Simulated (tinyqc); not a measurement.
Inside a calculation (part 1 of 2). Method: RHF in the 6-31g basis, for H4, spin multiplicity 1. Computed by tinyqc, a small Python program that keeps every step (integrals from PySCF). Settings: charge = 0, multiplicity = 1, basis = 6-31g, energy threshold = 1e-08, iteration cap = 83, orthogonalisation = symmetric, start = core, DIIS depth = 0, method = RHF. Command: `OMP_NUM_THREADS=1 python tinyqc.py 25261 25262 out.jsonl` (the two numbers bound the seeds that draw the settings). One thread of a shared host (Intel(R) Xeon(R) Processor @ 2.60GHz), about 0.04 s of CPU time with the checks. Later iterations appear only in the table of the cycle.

## One-electron integrals

Geometry (angstrom):

| atom | x | y | z |
|---|---|---|---|
| H | 0.000000 | 0.000000 | 0.000000 |
| H | 0.000000 | 0.000000 | 0.893000 |
| H | 0.000000 | 0.000000 | 2.028000 |
| H | 0.000000 | 0.000000 | 2.922000 |

Basis 6-31g: exponents (1/bohr^2) and contraction coefficients of normalised primitives:

| element | l (shell) | exponent | coefficient |
|---|---|---|---|
| H | s (1) | 18.731137 | 0.033495 |
| H | s (1) | 2.825394 | 0.234727 |
| H | s (1) | 0.640122 | 0.813757 |
| H | s (2) | 0.161278 | 1.000000 |

Overlap, kinetic and nuclear-attraction integrals over the contracted functions; the nuclear repulsion is the sum of Za Zb / Rab.

nuclear repulsion = 2.35358335 hartree

overlap S, lower triangle:
```
          1H 1s     1H 2s     2H 1s     2H 2s     3H 1s     3H 2s     4H 1s     4H 2s
1H 1s  1.000000
1H 2s  0.658292  1.000000
2H 1s  0.328253  0.452752  1.000000
2H 2s  0.452752  0.794821  0.658292  1.000000
3H 1s  0.006142  0.095937  0.176329  0.359677  1.000000
3H 2s  0.095937  0.305947  0.359677  0.690067  0.658292  1.000000
4H 1s  0.000038  0.012205  0.006113  0.095756  0.327497  0.452373  1.000000
4H 2s  0.012205  0.085547  0.095756  0.305589  0.452373  0.794412  0.658292  1.000000
```

kinetic energy T (hartree), lower triangle:
```
           1H 1s      1H 2s      2H 1s      2H 2s     3H 1s     3H 2s     4H 1s     4H 2s
1H 1s   1.395678
1H 2s   0.259735   0.241917
2H 1s   0.093231   0.133784   1.395678
2H 2s   0.133784   0.162844   0.259735   0.241917
3H 1s  -0.013132  -0.010681  -0.021881   0.084444  1.395678
3H 2s  -0.010681   0.015575   0.084444   0.125653  0.259735  0.241917
4H 1s  -0.000203  -0.007872  -0.013087  -0.010708  0.092506  0.133571  1.395678
4H 2s  -0.007872  -0.013227  -0.010708   0.015499  0.133571  0.162694  0.259735  0.241917
```

nuclear attraction V (hartree), lower triangle:
```
           1H 1s      1H 2s      2H 1s      2H 2s      3H 1s      3H 2s      4H 1s      4H 2s
1H 1s  -2.685131
1H 2s  -1.412089  -1.571052
2H 1s  -0.867894  -1.091527  -2.969952
2H 2s  -1.013833  -1.377307  -1.597902  -1.816460
3H 1s  -0.015805  -0.225812  -0.447056  -0.862316  -2.969445
3H 2s  -0.220803  -0.559301  -0.862406  -1.272859  -1.597631  -1.816325
4H 1s  -0.000093  -0.028342  -0.015729  -0.220307  -0.865467  -1.012665  -2.684367
4H 2s  -0.028352  -0.157796  -0.225392  -0.558600  -1.090359  -1.376407  -1.411648  -1.570666
```

core Hamiltonian H = T + V (hartree), lower triangle:
```
           1H 1s      1H 2s      2H 1s      2H 2s      3H 1s      3H 2s      4H 1s      4H 2s
1H 1s  -1.289453
1H 2s  -1.152354  -1.329136
2H 1s  -0.774663  -0.957744  -1.574274
2H 2s  -0.880049  -1.214463  -1.338167  -1.574544
3H 1s  -0.028937  -0.236493  -0.468937  -0.777872  -1.573767
3H 2s  -0.231484  -0.543726  -0.777962  -1.147206  -1.337896  -1.574408
4H 1s  -0.000296  -0.036214  -0.028817  -0.231015  -0.772962  -0.879093  -1.288689
4H 2s  -0.036224  -0.171023  -0.236100  -0.543100  -0.956788  -1.213713  -1.151913  -1.328749
```

## Two-electron integrals

Functions are numbered as in S; the eight-fold symmetry (ij|kl) = (ji|kl) = (kl|ij) leaves the list below.

Two-electron integrals (ij|kl) in chemists' order, unique and non-zero (hartree):
```
(11|11) 1.076566   (21|11) 0.578470   (21|21) 0.329423   (22|11) 0.587396
(22|21) 0.361304   (22|22) 0.453150   (31|11) 0.277721   (31|21) 0.160248
(31|22) 0.178499   (31|31) 0.101774   (32|11) 0.281517   (32|21) 0.173385
(32|22) 0.215350   (32|31) 0.117545   (32|32) 0.154750   (33|11) 0.572804
(33|21) 0.361830   (33|22) 0.465443   (33|31) 0.277721   (33|32) 0.389383
(33|33) 1.076566   (41|11) 0.389383   (41|21) 0.222847   (41|22) 0.246341
(41|31) 0.117545   (41|32) 0.130450   (41|33) 0.281517   (41|41) 0.154750
(42|11) 0.438417   (42|21) 0.271766   (42|22) 0.346850   (42|31) 0.150615
(42|32) 0.192780   (42|33) 0.438417   (42|41) 0.192780   (42|42) 0.286273
(43|11) 0.361830   (43|21) 0.227384   (43|22) 0.294049   (43|31) 0.160248
(43|32) 0.222847   (43|33) 0.578470   (43|41) 0.173385   (43|42) 0.271766
(43|43) 0.329423   (44|11) 0.465443   (44|21) 0.294049   (44|22) 0.392377
(44|31) 0.178499   (44|32) 0.246341   (44|33) 0.587396   (44|41) 0.215350
(44|42) 0.346850   (44|43) 0.361304   (44|44) 0.453150   (51|11) 0.003153
(51|21) 0.002008   (51|22) 0.002666   (51|31) 0.001490   (51|32) 0.002172
(51|33) 0.005874   (51|41) 0.001555   (51|42) 0.002542   (51|43) 0.003290
(51|44) 0.003498   (51|51) 0.000034   (52|11) 0.030889   (52|21) 0.020262
(52|22) 0.029836   (52|31) 0.013743   (52|32) 0.022375   (52|33) 0.058365
(52|41) 0.015400   (52|42) 0.029552   (52|43) 0.036032   (52|44) 0.045068
(52|51) 0.000380   (52|52) 0.006792   (53|11) 0.064388   (53|21) 0.042183
(53|22) 0.061173   (53|31) 0.030223   (53|32) 0.049507   (53|33) 0.135223
(53|41) 0.032496   (53|42) 0.061098   (53|43) 0.079842   (53|44) 0.092228
(53|51) 0.000859   (53|52) 0.013438   (53|53) 0.028562   (54|11) 0.104792
(54|21) 0.068885   (54|22) 0.102794   (54|31) 0.045566   (54|32) 0.074758
(54|33) 0.192334   (54|41) 0.052004   (54|42) 0.101934   (54|43) 0.121233
(54|44) 0.158167   (54|51) 0.001275   (54|52) 0.025332   (54|53) 0.048141
(54|54) 0.097278   (55|11) 0.260934   (55|21) 0.171757   (55|22) 0.259636
(55|31) 0.110482   (55|32) 0.182661   (55|33) 0.462500   (55|41) 0.128664
(55|42) 0.258437   (55|43) 0.299600   (55|44) 0.412668   (55|51) 0.003153
(55|52) 0.075631   (55|53) 0.135223   (55|54) 0.305298   (55|55) 1.076566
(61|11) 0.075631   (61|21) 0.044136   (61|22) 0.050346   (61|31) 0.025791
(61|32) 0.030187   (61|33) 0.068713   (61|41) 0.031677   (61|42) 0.041527
(61|43) 0.041179   (61|44) 0.048698   (61|51) 0.000380   (61|52) 0.003753
(61|53) 0.008065   (61|54) 0.012589   (61|55) 0.030889   (61|61) 0.006792
(62|11) 0.134301   (62|21) 0.085340   (62|22) 0.115522   (62|31) 0.052713
(62|32) 0.074252   (62|33) 0.178863   (62|41) 0.062892   (62|42) 0.103744
(62|43) 0.110083   (62|44) 0.138251   (62|51) 0.001075   (62|52) 0.014376
(62|53) 0.029221   (62|54) 0.050839   (62|55) 0.134301   (62|61) 0.014376
(62|62) 0.042416   (63|11) 0.168256   (63|21) 0.107902   (63|22) 0.146388
(63|31) 0.077517   (63|32) 0.114884   (63|33) 0.305298   (63|41) 0.082945
(63|42) 0.139693   (63|43) 0.175250   (63|44) 0.194654   (63|51) 0.001797
(63|52) 0.022001   (63|53) 0.048141   (63|54) 0.075400   (63|55) 0.192334
(63|61) 0.020134   (63|62) 0.060139   (63|63) 0.097278   (64|11) 0.239356
(64|21) 0.155001   (64|22) 0.220775   (64|31) 0.098922   (64|32) 0.148728
(64|33) 0.366778   (64|41) 0.115668   (64|42) 0.207099   (64|43) 0.228361
(64|44) 0.294401   (64|51) 0.002285   (64|52) 0.035740   (64|53) 0.069919
(64|54) 0.131074   (64|55) 0.366778   (64|61) 0.027153   (64|62) 0.092132
(64|63) 0.131074   (64|64) 0.215787   (65|11) 0.171757   (65|21) 0.113022
(65|22) 0.170281   (65|31) 0.072568   (65|32) 0.118692   (65|33) 0.299600
(65|41) 0.084606   (65|42) 0.168002   (65|43) 0.192682   (65|44) 0.263718
(65|51) 0.002008   (65|52) 0.044136   (65|53) 0.079842   (65|54) 0.175250
(65|55) 0.578470   (65|61) 0.020262   (65|62) 0.085340   (65|63) 0.121233
(65|64) 0.228361   (65|65) 0.329423   (66|11) 0.259636   (66|21) 0.170281
(66|22) 0.253234   (66|31) 0.106877   (66|32) 0.167527   (66|33) 0.412668
(66|41) 0.126584   (66|42) 0.242113   (66|43) 0.263718   (66|44) 0.362185
(66|51) 0.002666   (66|52) 0.050346   (66|53) 0.092228   (66|54) 0.194654
(66|55) 0.587396   (66|61) 0.029836   (66|62) 0.115522   (66|63) 0.158167
(66|64) 0.294401   (66|65) 0.361304   (66|66) 0.453150   (71|11) 0.000014
(71|21) 0.000009   (71|22) 0.000013   (71|31) 0.000006   (71|32) 0.000011
(71|33) 0.000029   (71|41) 0.000007   (71|42) 0.000013   (71|43) 0.000017
(71|44) 0.000020   (71|51) 1.84e-07   (71|52) 2.89e-06   (71|53) 0.000006
(71|54) 0.000010   (71|55) 0.000029   (71|61) 1.73e-06   (71|62) 0.000006
(71|63) 0.000010   (71|64) 0.000015   (71|65) 0.000017   (71|66) 0.000020
(72|11) 0.002742   (72|21) 0.001805   (72|22) 0.002735   (72|31) 0.001116
(72|32) 0.001789   (72|33) 0.004401   (72|41) 0.001336   (72|42) 0.002650
(72|43) 0.002874   (72|44) 0.004147   (72|51) 0.000029   (72|52) 0.000684
(72|53) 0.001168   (72|54) 0.002813   (72|55) 0.009529   (72|61) 0.000315
(72|62) 0.001347   (72|63) 0.001798   (72|64) 0.003729   (72|65) 0.005606
(72|66) 0.006427   (72|71) 2.51e-07   (72|72) 0.000108   (73|11) 0.001700
(73|21) 0.001119   (73|22) 0.001683   (73|31) 0.000734   (73|32) 0.001219
(73|33) 0.003137   (73|41) 0.000843   (73|42) 0.001679   (73|43) 0.001998
(73|44) 0.002653   (73|51) 0.000021   (73|52) 0.000457   (73|53) 0.000854
(73|54) 0.001788   (73|55) 0.005847   (73|61) 0.000204   (73|62) 0.000858
(73|63) 0.001268   (73|64) 0.002274   (73|65) 0.003275   (73|66) 0.003481
(73|71) 1.83e-07   (73|72) 0.000053   (73|73) 0.000034   (74|11) 0.019982
(74|21) 0.013154   (74|22) 0.019958   (74|31) 0.007991   (74|32) 0.012674
(74|33) 0.030816   (74|41) 0.009682   (74|42) 0.019135   (74|43) 0.020214
(74|44) 0.029768   (74|51) 0.000204   (74|52) 0.004814   (74|53) 0.008045
(74|54) 0.020086   (74|55) 0.068550   (74|61) 0.002261   (74|62) 0.009671
(74|63) 0.012559   (74|64) 0.027092   (74|65) 0.041085   (74|66) 0.048595
(74|71) 1.73e-06   (74|72) 0.000841   (74|73) 0.000377   (74|74) 0.006766
(75|11) 0.070200   (75|21) 0.046212   (75|22) 0.070144   (75|31) 0.028260
(75|32) 0.045119   (75|33) 0.110193   (75|41) 0.034086   (75|42) 0.067749
(75|43) 0.072379   (75|44) 0.106603   (75|51) 0.000736   (75|52) 0.018273
(75|53) 0.030141   (75|54) 0.077311   (75|55) 0.276973   (75|61) 0.007988
(75|62) 0.034761   (75|63) 0.045445   (75|64) 0.098669   (75|65) 0.159831
(75|66) 0.178061   (75|71) 0.000006   (75|72) 0.003230   (75|73) 0.001480
(75|74) 0.025681   (75|75) 0.101291   (76|11) 0.086873   (76|21) 0.057188
(76|22) 0.086839   (76|31) 0.034131   (76|32) 0.053439   (76|33) 0.128500
(76|41) 0.041858   (76|42) 0.082159   (76|43) 0.084499   (76|44) 0.126429
(76|51) 0.000846   (76|52) 0.019689   (76|53) 0.032450   (76|54) 0.082830
(76|55) 0.281110   (76|61) 0.009692   (76|62) 0.041016   (76|63) 0.051936
(76|64) 0.115525   (76|65) 0.173152   (76|66) 0.215106   (76|71) 0.000007
(76|72) 0.003783   (76|73) 0.001546   (76|74) 0.031590   (76|75) 0.117157
(76|76) 0.154488   (77|11) 0.181101   (77|21) 0.119217   (77|22) 0.181091
(77|31) 0.070347   (77|32) 0.109206   (77|33) 0.260805   (77|41) 0.086940
(77|42) 0.169800   (77|43) 0.171672   (77|44) 0.259513   (77|51) 0.001708
(77|52) 0.039518   (77|53) 0.064344   (77|54) 0.168125   (77|55) 0.572271
(77|61) 0.020018   (77|62) 0.084157   (77|63) 0.104734   (77|64) 0.239228
(77|65) 0.361545   (77|66) 0.465225   (77|71) 0.000014   (77|72) 0.008627
(77|73) 0.003137   (77|74) 0.075480   (77|75) 0.276973   (77|76) 0.389038
(77|77) 1.076566   (81|11) 0.008627   (81|21) 0.005151   (81|22) 0.006107
(81|31) 0.003237   (81|32) 0.004005   (81|33) 0.009533   (81|41) 0.003786
(81|42) 0.005251   (81|43) 0.005608   (81|44) 0.006428   (81|51) 0.000053
(81|52) 0.000537   (81|53) 0.001169   (81|54) 0.001799   (81|55) 0.004404
(81|61) 0.000842   (81|62) 0.001918   (81|63) 0.002815   (81|64) 0.003730
(81|65) 0.002876   (81|66) 0.004149   (81|71) 2.51e-07   (81|72) 0.000044
(81|73) 0.000029   (81|74) 0.000314   (81|75) 0.001113   (81|76) 0.001335
(81|77) 0.002742   (81|81) 0.000108   (82|11) 0.029665   (82|21) 0.019211
(82|22) 0.027364   (82|31) 0.012260   (82|32) 0.018434   (82|33) 0.045462
(82|41) 0.014336   (82|42) 0.025670   (82|43) 0.028306   (82|44) 0.036493
(82|51) 0.000283   (82|52) 0.004431   (82|53) 0.008668   (82|54) 0.016251
(82|55) 0.045477   (82|61) 0.003365   (82|62) 0.011421   (82|63) 0.016248
(82|64) 0.026751   (82|65) 0.028314   (82|66) 0.036501   (82|71) 1.88e-06
(82|72) 0.000462   (82|73) 0.000282   (82|74) 0.003359   (82|75) 0.012235
(82|76) 0.014325   (82|77) 0.029665   (82|81) 0.000462   (82|82) 0.003316
(83|11) 0.039467   (83|21) 0.025592   (83|22) 0.035873   (83|31) 0.018284
(83|32) 0.028251   (83|33) 0.075480   (83|41) 0.019677   (83|42) 0.034867
(83|43) 0.044049   (83|44) 0.050249   (83|51) 0.000459   (83|52) 0.006269
(83|53) 0.013413   (83|54) 0.021961   (83|55) 0.058263   (83|61) 0.004816
(83|62) 0.015695   (83|63) 0.025283   (83|64) 0.035673   (83|65) 0.035968
(83|66) 0.044986   (83|71) 2.89e-06   (83|72) 0.000536   (83|73) 0.000377
(83|74) 0.003737   (83|75) 0.013682   (83|76) 0.015352   (83|77) 0.030816
(83|81) 0.000683   (83|82) 0.004422   (83|83) 0.006766   (84|11) 0.084079
(84|21) 0.055053   (84|22) 0.081331   (84|31) 0.034801   (84|32) 0.054304
(84|33) 0.134111   (84|41) 0.041009   (84|42) 0.077693   (84|43) 0.085222
(84|44) 0.115368   (84|51) 0.000861   (84|52) 0.015705   (84|53) 0.029183
(84|54) 0.060067   (84|55) 0.178662   (84|61) 0.009680   (84|62) 0.036679
(84|63) 0.050770   (84|64) 0.092017   (84|65) 0.109959   (84|66) 0.138093
(84|71) 0.000006   (84|72) 0.001915   (84|73) 0.001069   (84|74) 0.014330
(84|75) 0.052529   (84|76) 0.062758   (84|77) 0.134111   (84|81) 0.001346
(84|82) 0.011408   (84|83) 0.014330   (84|84) 0.042317   (85|11) 0.109155
(85|21) 0.071846   (85|22) 0.108672   (85|31) 0.045193   (85|32) 0.073310
(85|33) 0.182484   (85|41) 0.053456   (85|42) 0.106407   (85|43) 0.118578
(85|44) 0.167371   (85|51) 0.001224   (85|52) 0.028281   (85|53) 0.049459
(85|54) 0.114779   (85|55) 0.389038   (85|61) 0.012691   (85|62) 0.054330
(85|63) 0.074686   (85|64) 0.148593   (85|65) 0.222652   (85|66) 0.246130
(85|71) 0.000011   (85|72) 0.004001   (85|73) 0.002160   (85|74) 0.030098
(85|75) 0.117157   (85|76) 0.130187   (85|77) 0.281110   (85|81) 0.001789
(85|82) 0.018424   (85|83) 0.022314   (85|84) 0.074107   (85|85) 0.154488
(86|11) 0.169746   (86|21) 0.111658   (86|22) 0.168510   (86|31) 0.067870
(86|32) 0.106425   (86|33) 0.258235   (86|41) 0.082196   (86|42) 0.159863
(86|43) 0.167873   (86|44) 0.241939   (86|51) 0.001686   (86|52) 0.034911
(86|53) 0.061052   (86|54) 0.139598   (86|55) 0.438131   (86|61) 0.019164
(86|62) 0.077743   (86|63) 0.101856   (86|64) 0.206958   (86|65) 0.271593
(86|66) 0.346643   (86|71) 0.000013   (86|72) 0.005248   (86|73) 0.002528
(86|74) 0.041427   (86|75) 0.150188   (86|76) 0.192509   (86|77) 0.438131
(86|81) 0.002650   (86|82) 0.025661   (86|83) 0.029477   (86|84) 0.103569
(86|85) 0.192509   (86|86) 0.285979   (87|11) 0.119217   (87|21) 0.078480
(87|22) 0.119198   (87|31) 0.046309   (87|32) 0.071880   (87|33) 0.171672
(87|41) 0.057232   (87|42) 0.111693   (87|43) 0.112967   (87|44) 0.170203
(87|51) 0.001124   (87|52) 0.025626   (87|53) 0.042155   (87|54) 0.107827
(87|55) 0.361545   (87|61) 0.013178   (87|62) 0.055104   (87|63) 0.068848
(87|64) 0.154923   (87|65) 0.227231   (87|66) 0.293926   (87|71) 0.000009
(87|72) 0.005151   (87|73) 0.001998   (87|74) 0.044049   (87|75) 0.159831
(87|76) 0.222652   (87|77) 0.578470   (87|81) 0.001805   (87|82) 0.019211
(87|83) 0.020214   (87|84) 0.085222   (87|85) 0.173152   (87|86) 0.271593
(87|87) 0.329423   (88|11) 0.181091   (88|21) 0.119198   (88|22) 0.180791
(88|31) 0.070291   (88|32) 0.108724   (88|33) 0.259513   (88|41) 0.086905
(88|42) 0.168565   (88|43) 0.170203   (88|44) 0.253130   (88|51) 0.001690
(88|52) 0.035927   (88|53) 0.061141   (88|54) 0.146320   (88|55) 0.465225
(88|61) 0.019995   (88|62) 0.081410   (88|63) 0.102744   (88|64) 0.220687
(88|65) 0.293926   (88|66) 0.392258   (88|71) 0.000013   (88|72) 0.006107
(88|73) 0.002653   (88|74) 0.050249   (88|75) 0.178061   (88|76) 0.246130
(88|77) 0.587396   (88|81) 0.002735   (88|82) 0.027364   (88|83) 0.029768
(88|84) 0.115368   (88|85) 0.215106   (88|86) 0.346643   (88|87) 0.361304
(88|88) 0.453150
```

## Orthogonalisation

S = U s U^T; symmetric (Loewdin) form X = U s^(-1/2) U^T, so that X^T S X = 1.

eigenvalues of S: 0.025063  0.126917  0.337246  0.461664  0.602269  0.860875  2.083439  3.502527

X, lower triangle:
```
           1H 1s      1H 2s      2H 1s      2H 2s      3H 1s      3H 2s      4H 1s     4H 2s
1H 1s   1.270072
1H 2s  -0.474679   2.046737
2H 1s  -0.095868   0.120232   1.290690
2H 2s  -0.031817  -1.418719  -0.646006   3.350142
3H 1s  -0.000222   0.007804  -0.015410   0.088217   1.290584
3H 2s   0.116394   0.593689   0.088159  -1.852231  -0.645939   3.347567
4H 1s  -0.012891  -0.041706  -0.000264   0.116315  -0.095351  -0.031831   1.269941
4H 2s  -0.041726  -0.184000   0.007852   0.593336   0.120001  -1.416503  -0.474731  2.045043
```

## Starting guess

The start is the orbitals of the core Hamiltonian; D = 2 C_occ C_occ^T.

D at the start, lower triangle:
```
           1H 1s      1H 2s      2H 1s      2H 2s      3H 1s      3H 2s      4H 1s     4H 2s
1H 1s   0.202921
1H 2s  -0.029114   0.004303
2H 1s   0.312299  -0.047706   0.547313
2H 2s   0.358890  -0.050699   0.534094   0.639732
3H 1s  -0.080257   0.003456   0.061880  -0.192668   0.547215
3H 2s  -0.228881   0.025898  -0.192582  -0.448489   0.534465   0.640496
4H 1s  -0.114311   0.012231  -0.079999  -0.228419   0.311928   0.358640   0.202400
4H 2s   0.012256  -0.001090   0.003496   0.025881  -0.047574  -0.050622  -0.029012  0.004282
```

## Iteration 1: building the Fock matrix

J_ij = sum D_kl (ij|kl), K_ij = sum D_kl (ik|jl); F = H + J - 0.5 K; E = tr D H + tr D J / 2 - 0.25 tr D K + E_nn.

Coulomb J (hartree), lower triangle:
```
          1H 1s     1H 2s     2H 1s     2H 2s     3H 1s     3H 2s     4H 1s     4H 2s
1H 1s  1.824000
1H 2s  1.119484  1.439495
2H 1s  0.712500  0.977323  2.439435
2H 2s  0.825793  1.301633  1.454735  1.772441
3H 1s  0.014434  0.214747  0.420230  0.804599  2.439018
3H 2s  0.188456  0.549399  0.804675  1.264921  1.454516  1.772273
4H 1s  0.000090  0.025086  0.014364  0.188001  0.710508  0.824594  1.822445
4H 2s  0.025098  0.156812  0.214351  0.548690  0.976282  1.300620  1.118663  1.438770
```

exchange K (hartree), lower triangle:
```
           1H 1s      1H 2s     2H 1s     2H 2s     3H 1s     3H 2s     4H 1s     4H 2s
1H 1s   0.815030
1H 2s   0.669184   0.648865
2H 1s   0.769408   0.851551  1.466887
2H 2s   0.653830   0.724774  1.087563  0.969504
3H 1s   0.028742   0.177242  0.360782  0.592638  1.466517
3H 2s   0.205774   0.337976  0.592679  0.700155  1.087432  0.969529
4H 1s  -0.060580  -0.002093  0.028700  0.205464  0.767913  0.652863  0.813181
4H 2s  -0.002182   0.082399  0.176991  0.337682  0.850890  0.724366  0.668089  0.648297
```

Fock matrix F (hartree), lower triangle:
```
           1H 1s      1H 2s      2H 1s      2H 2s      3H 1s      3H 2s      4H 1s      4H 2s
1H 1s   0.127032
1H 2s  -0.367462  -0.214074
2H 1s  -0.446867  -0.406197   0.131717
2H 2s  -0.381171  -0.275218  -0.427213  -0.286855
3H 1s  -0.028873  -0.110367  -0.229098  -0.269592   0.131992
3H 2s  -0.145915  -0.163315  -0.269627  -0.232363  -0.427096  -0.286901
4H 1s   0.030084  -0.010082  -0.028802  -0.145747  -0.446410  -0.380931   0.127166
4H 2s  -0.010035  -0.055411  -0.110245  -0.163252  -0.405951  -0.275276  -0.367294  -0.214128
```

total energy of this density = -1.93522201 hartree
